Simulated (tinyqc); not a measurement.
Threshold-voltage variability of a planar MOSFET, analytic estimates: one step of the calculation.

Three independent sources add in quadrature: random dopants in the depleted layer, metal-gate grains of two orientations, and roughness of the two gate edges acting through the roll-off VT = VT(long) - Vr exp(-L/l). These are first-order estimates: no three-dimensional electrostatics, no percolation.

Task. Metal grains and edge roughness. Grains: Ng = L W/G^2 (at least 1), s2 = dW sqrt(p (1 - p)/Ng). Edges, with exponential correlation and u = W/La: the mean gate length has sL^2 = 2 De^2 (2/u)[1 - (1 - exp(-u))/u]; s3 = sL (Vr/l) exp(-L/l).

Parameters, values chosen for the exercise; material values close to those of germanium:

| symbol | value | unit | meaning |
|---|---|---|---|
| L | 32 | nm | gate length |
| W | 53 | nm | gate width |
| G | 15 | nm | metal grain size |
| dW | 0.3 | eV | work-function difference of the two grain orientations |
| p | 0.5 |  | share of the orientation of higher work function |
| De | 1.9 | nm | rms roughness of one gate edge |
| La | 20 | nm | correlation length of the roughness |
| l | 8.3 | nm | decay length of the threshold roll-off |
| Vr | 1.2 | V | prefactor of the roll-off |

Find: Ng; s2; sL; dVT/dL; s3.

Result.

Ng = 7.538
s2 = 54.63 mV
sL = 1.881 nm
dVT/dL = 3.060 mV/nm
s3 = 5.756 mV

Numbers from tinyqc (`OMP_NUM_THREADS=1 python tinyqc.py 2090149 2090150 out.jsonl`; about 0.01 s on one thread of a shared Intel Xeon 2.30GHz).
